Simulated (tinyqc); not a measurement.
Worked calculation: RHF in the 3-21g basis, for H3+, spin multiplicity 1. One step of it, computed by the program tinyqc.

Problem. Orthogonalisation. S = U s U^T; symmetric (Loewdin) form X = U s^(-1/2) U^T, so that X^T S X = 1.

overlap S, lower triangle:
```
          1H 1s     1H 2s     2H 1s     2H 2s     3H 1s     3H 2s
1H 1s  1.000000
1H 2s  0.645899  1.000000
2H 1s  0.387497  0.473572  1.000000
2H 2s  0.473572  0.828667  0.645899  1.000000
3H 1s  0.387497  0.473572  0.028206  0.186816  1.000000
3H 2s  0.473572  0.828667  0.186816  0.471541  0.645899  1.000000
```

Give: eigenvalues of S; X.

Solution.

eigenvalues of S: 0.0297  0.2403  0.4387  0.5551  1.2599  3.4762

X, lower triangle:
```
         1H 1s    1H 2s    2H 1s   2H 2s    3H 1s   3H 2s
1H 1s   1.3086
1H 2s  -0.6181   3.8771
2H 1s  -0.1539  -0.0289   1.2730
2H 2s   0.1217  -1.6687  -0.4545  2.1946
3H 1s  -0.1539  -0.0289   0.0574  0.0629   1.2730
3H 2s   0.1217  -1.6687   0.0629  0.4795  -0.4545  2.1946
```
